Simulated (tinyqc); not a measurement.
# ESD clamp with bipolar snapback, compact model and design window, step by step

tinyqc, about 0.02 s, one thread, Intel Xeon 2.30GHz (shared host): `OMP_NUM_THREADS=1 python tinyqc.py 2670131 2670132 out.jsonl` Printed values are rounded.

The drain junction multiplies the current that enters it: Igen = (M - 1)(Ic + I0), M = 1/(1 - (Vj/BV)^n). The generated holes leave through the substrate resistance and the base of the parasitic npn: Igen = Vb/Rb + Ic/be, Ic = Is exp(Vb/Vt). Terminal current I = Ic + I0 + Igen and voltage V = Vj + I Ro, per width. Isothermal, constant gain.

Values chosen for this exercise; values close to those of grounded-gate n-channel clamps:
```
symbol,value,unit,meaning
T,300,K,temperature
BV,6.2,V,junction breakdown voltage
n,4.7,,exponent of the multiplication
be,4.1,,current gain of the parasitic npn
Is,5.4e-18,A/um,saturation current
I0,4.5e-11,A/um,junction leakage
Rb,26000,ohm um,substrate resistance
Ro,480,ohm um,drain ballast and contact resistance
It2,8.4,mA/um,failure current for 100 ns
Wf,40,um,finger width
Nf,10,,number of fingers
Lv,1,kV,human-body-model level
Vox,13.2,V,oxide breakdown voltage for 100 ns
Vdd,3.3,V,supply voltage
```

Constants: q = 1.602176634e-19 C, kB = 1.380649e-23 J/K, Vt = kB T/q. Results are converted to the units shown.

## The snapback curve

Vb, point 0 to 8 (V): 0.05  0.3  0.486  0.546  0.596  0.703  0.801  0.821  0.851

For given Vb: Ic, Igen, M = 1 + Igen/(Ic + I0), Vj = BV (1 - 1/M)^(1/n), I and V.

```
point   Ic (uA/um)          M   Vj (V)  I (uA/um)    V (V)
0      3.73557e-11    42736.0  6.19997    1.92312  6.20089
1       5.91796e-7  2.53083e5  6.19999    11.5385  6.20553
2       7.88559e-4    22425.9  6.19994    18.6933  6.20891
3       0.00803138    2601.42  6.19949    21.0100  6.20958
4        0.0555588    413.501  6.19681    22.9922  6.20784
5          3.48557    9.00105  6.04658    31.3742  6.06164
6          154.384    1.44346  4.82323    222.846  4.93019
7          334.647    1.33826  4.62710    447.845  4.84207
8          1067.98    1.27455  4.47232    1361.20  5.12570
```

V peaks at Vt1 = 6.210 V and falls to Vh = 4.842 V: once the npn supplies current, a small M feeds the base. At high current M tends to 1 + 1/be and Vj to BV (1 + be)^(-1/n) = 4.384 V.

## Iteration 1: base voltage at the failure current

Vb at the start = 0.76 V

I(Vb) = Ic (1 + 1/be) + I0 + Vb/Rb, I' = Ic (1 + 1/be)/Vt + 1/Rb; Newton steps on ln I: Vb(new) = Vb - ln(I/It2) I/I'. V follows from the introduction.

I = 0.06855123 mA/um
V = 5.468683 V
I' = 1.559443 mS/um
Vb after iteration 1 = 0.9713717 V

## Iteration 2: base voltage at the failure current

As before.

I = 139.8370 mA/um
V = 71.50651 V
I' = 5407.729 mS/um
Vb after iteration 2 = 0.8986506 V

## Course of the iteration: base voltage at the failure current

Stop when Vb changes by less than 1e-10 V, or after 20 iterations. Vb must stay between 0 and 8 V.

Course of the iteration:
```
iteration     Vb (V)  |change| (V)
1          0.9713717         0.211
2          0.8986506        0.0727
3          0.8985698       8.08e-5
4          0.8985698      4.88e-10
5          0.8985698       < 1e-13
```

Converged in 5 iterations. At the end the number of correct digits about doubles with each step.

## Design window and human-body level

Vt1 = 6.209578 V
Vh = 4.842063 V
Vt2 = 8.431371 V

Human-body model: 100 pF through 1500 ohm, peak current about (level - Vt2)/1500 ohm, decay time 150 ns. All fingers turn on before the first fails if Vt2 > Vt1; then the clamp carries Nf Wf It2, otherwise in the worst case Wf It2. Margins: Vh - 1.1 Vdd against latching in operation, Vox - max(Vt1, Vt2) for the protected oxide.

peak current = 0.6610458 A
current the clamp carries = 3.36 A
level it withstands = 5.048431 kV
holding margin = 1.212063 V
oxide margin = 4.768629 V

All fingers conduct; the clamp passes the level. Both margins are positive.
